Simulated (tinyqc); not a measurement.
Cyclotron resonance of ellipsoidal valleys, Ge type, step by step. Values are carried at full precision from step to step, so a last printed digit may differ when a step is redone from the rounded ones.

Valleys along [111], [-111], [1-11], [11-1], mass ml along the axis and mt across it. B lies in the (1-10) plane, b = (sin(theta)/sqrt2, sin(theta)/sqrt2, cos(theta)). For the angle phi between B and the axis, 1/mc^2 = cos^2(phi)/mt^2 + sin^2(phi)/(mt ml). Resonance: h nu = 2 muB B/mc, h = 2 pi hbar.

Constants: hbar = 6.58211957e-16 eV s; muB = 5.788381798e-05 eV/T.

Parameters, chosen for this exercise (near those of Ge; shifted at random, so the results belong to these values and not to a real crystal): theta = 18 degrees (angle of B from [001] towards [110]); ml = 1.56 m0 (longitudinal mass); mt = 0.079 m0 (transverse mass); nu = 35 GHz (microwave frequency); tau = 7.2 ps (scattering time).

## Angles to the valley axes

Give b and cos^2(phi) for each axis.

b: [0.2185, 0.2185, 0.9511]

cos^2(phi): [111] 0.6422, [-111] 0.3015, [1-11] 0.3015, [11-1] 0.0881

## Cyclotron masses and resonance fields

For each axis, mc and B = h nu mc/(2 muB).

Resonances:
```
axis    mc (m0)   B (T)
[111]    0.0972  0.1216
[-111]   0.1361  0.1702
[1-11]   0.1361  0.1702
[11-1]   0.2156  0.2696
```

3 distinct masses appear; the limits are mt = 0.079 (B along the axis) and sqrt(ml mt) = 0.3511 (B across it).

## The same from the mass tensor

For the valley along [11-1]: M = mt 1 + (ml - mt) a a^T, and mc^2 = det M/(b M b).

M (m0), rows x, y, z and columns alike:
$$\begin{pmatrix}
0.5727 & 0.4937 & -0.4937 \\
0.4937 & 0.5727 & -0.4937 \\
-0.4937 & -0.4937 & 0.5727
\end{pmatrix}$$

det M = 0.0097360
b M b = 0.2094
mc = 0.2156 m0

## Line shape

For linear polarisation and one isotropic mass the absorbed power goes as P = [1 + (w^2 + wc^2) tau^2]/([1 + (wc^2 - w^2) tau^2]^2 + 4 w^2 tau^2), w = 2 pi nu. List it for wc/w = 0, 0.5, 0.8, 0.9, 1, 1.1, 1.2, 1.5 and 2, which is B over the resonance field.

w tau = 1.583

Power:
```
wc/w       P
0.0   0.2851
0.5   0.3827
0.8   0.5092
0.9   0.5375
1.0   0.5453
1.1   0.5292
1.2   0.4925
1.5   0.3374
2.0   0.1638
```

The largest listed value lies at wc/w = 1.0, 1.9 times the zero-field value. The line is so broad that on the low-field side it reaches half its height only near zero field, or not at all. The closest two lines of this crystal are 40.0 % apart, so they merge at this w tau.

## Checks

- Rotation frequency of dv/dt = -M^-1 (v x b) for the valley along [11-1], in units of e B/m0, against 1/mc: both 4.6382.

tinyqc: `OMP_NUM_THREADS=1 python tinyqc.py 1251203 1251204 out.jsonl`; about 0.01 s, one thread, shared Intel(R) Xeon(R) Processor @ 2.30GHz.
